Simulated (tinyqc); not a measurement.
Capture against depth of the level: configuration-coordinate model of carrier capture at a defect.

Two parabolas of equal curvature k in one coordinate Q: with the carrier free at the band edge, U_f = k Q^2/2; with the carrier trapped, U_t = k (Q - dQ)^2/2 - ET. ER = k dQ^2/2, Huang-Rhys factor S = ER/hw, hw = 0.0646541 sqrt(k/M) eV for k in eV/angstrom^2 and M in u. The curves cross at a height Eb = (ER - ET)^2/(4 ER) above the free minimum.

Multiphonon factor for giving p = ET/hw phonons to the lattice: W = exp(-S (2 nb + 1)) ((nb + 1)/nb)^(p/2) I_p(x), nb = 1/(exp(hw/kT) - 1), x = 2 S sqrt(nb (nb + 1)), I_p the modified Bessel function. Classical limit: W = hw exp(-Eb/kT)/sqrt(4 pi ER kT). At T = 0: exp(-S) S^p/Gamma(p + 1).

Constants: kB = 8.617333262e-05 eV/K.

Inputs chosen for the exercise (out of a larger set: of the size met at a deep level in GaN; not measured data): ER = 0.6 eV (relaxation energy); hw = 0.032 eV (phonon energy of the mode); T = 400 K (temperature).

ET is varied at fixed ER, hw and T, as by moving the band edge with alloying or pressure.

Against ET:
```
ET/ER  ET (eV)  Eb (eV)  log10 W  log10 W, classical
0.10     0.060   0.1215   -2.692              -2.733
0.25     0.150   0.0844   -2.229              -2.265
0.50     0.300   0.0375   -1.653              -1.675
0.75     0.450   0.0094   -1.319              -1.320
1.00     0.600   0.0000   -1.216              -1.202
1.25     0.750   0.0094   -1.336              -1.320
1.50     0.900   0.0375   -1.666              -1.675
2.00     1.200   0.1500   -2.913              -3.092
3.00     1.800   0.6000   -7.447              -8.762
```

Capture is fastest at ET/ER = 1 among these rows, where the barrier vanishes or nearly so. The classical form is symmetric about ET = ER; the quantum one gives -1.65 at 0.5 and -1.67 at 1.5, against -1.67 for both. At ET = 3 ER it lies 1.3 decades above the classical value: deep levels capture by emitting many phonons, and the rate falls with depth by 7.6 decades per eV between the last two rows. Rows deeper than the gap of the host are formal.

Computed by tinyqc, a small Python program: `OMP_NUM_THREADS=1 python tinyqc.py 1480793 1480794 out.jsonl` (the numbers bound the seed that draws the inputs); one thread of a shared host (Intel(R) Xeon(R) Processor @ 2.30GHz), about 0.01 s for the whole set of steps.
